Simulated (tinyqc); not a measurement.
# Changing the band gap at 300 K, E_g

Model: band-to-band tunnelling and avalanche in a reverse-biased abrupt junction. Computed by tinyqc, a small Python program. Command: `OMP_NUM_THREADS=1 python tinyqc.py 3026182 3026183 out.jsonl zener sweep`. One thread of a shared host (Intel(R) Xeon(R) Processor @ 2.30GHz), about 0.04 s of CPU time with the checks.

Direct Kane tunnelling in the local field (for indirect gaps the mass is an effective fit) and one ionisation coefficient for both carriers. N is the doping of the light side, or N_A N_D/(N_A + N_D) for the symmetric junction; the built-in voltage is taken as E_g/e.

Inputs (values chosen for the exercise, modelled on silicon): gap narrowing with temperature, -dE_g/dT = 0.29 meV/K; reduced tunnelling mass m_r = 0.18 m_0; permittivity eps = 11.7; ionisation prefactor a = 1.1e+06 1/cm; ionisation field at 300 K, b = 1.59e+06 V/cm; relative rise of b with temperature = 5.1 1e-4/K; effective doping N = 1e+17 1/cm^3; reverse bias V_R = 3.7 V; current density that defines tunnel breakdown, J_0 = 10 A/cm^2; temperature T = 400 K.

Junction: one-sided.

Constants: eps_0 = 8.8541878128e-12 F/m; e = 1.602176634e-19 C; m_0 = 9.1093837015e-31 kg; hbar = 1.054571817e-34 J s.

Method:
- E_g(T) = E_g - (T - 300 K)(-dE_g/dT); b(T) = b [1 + (rise)(T - 300 K)]; w = sqrt(2 eps eps_0 (V_R + E_g/e)/(e N)); F_m = 2 (V_R + E_g/e)/w; the field falls linearly from F_m to 0 across w.
- Kane: G(F) = A F^2 exp(-B/F), A = e^2 sqrt(m_r)/(18 pi hbar^2 sqrt(E_g)), B = pi sqrt(m_r) E_g^(3/2)/(2 e hbar), SI units; J = e int G dx x V_R/(V_R + E_g/e), the last factor making J vanish at zero bias; int G dx = (w/F_m) int_0^F_m G dF by 64 Gauss-Legendre points.
- Avalanche: I = (w/F_m) int_0^F_m a exp(-b/F) dF by 64 Gauss-Legendre points, M = 1/(1 - I), breakdown at I = 1.
- V_Z solves J = J_0 and V_A solves I = 1; the lower one is the breakdown voltage; temperature coefficients by a central difference of +/- 10 K.

One run for each value:
```
band gap at 300 K, E_g (eV)  tunnel current density (A/cm^2)  B (MV/cm)  tunnel breakdown V_Z (V)
0.55                                              1.0347e-04      9.079                     10.47
0.69                                              2.5676e-09     12.974                     19.70
0.83                                              2.9092e-14     17.307                     32.78
0.97                                              1.6906e-19     22.038                     50.24
1.10                                              1.3851e-24     26.759                     70.83
1.20                                              1.2538e-28     30.593                     89.78
1.40                                              5.1645e-37     38.756                    136.54
1.50                                              2.4398e-41     43.072                    164.69
```

Over the rows, tunnel current density (A/cm^2) falls from 1.03e-4 to 2.44e-41 (exponent d ln y / d ln x -47 between the first rows and -140 between the last); B (MV/cm) rises from 9.08 to 43.1 (exponent d ln y / d ln x about 1.5 throughout); tunnel breakdown V_Z (V) rises from 10.5 to 165 (exponent d ln y / d ln x about 2.7 throughout). B grows as E_g^(3/2) at fixed mass, which is why narrow-gap channels leak by tunnelling.
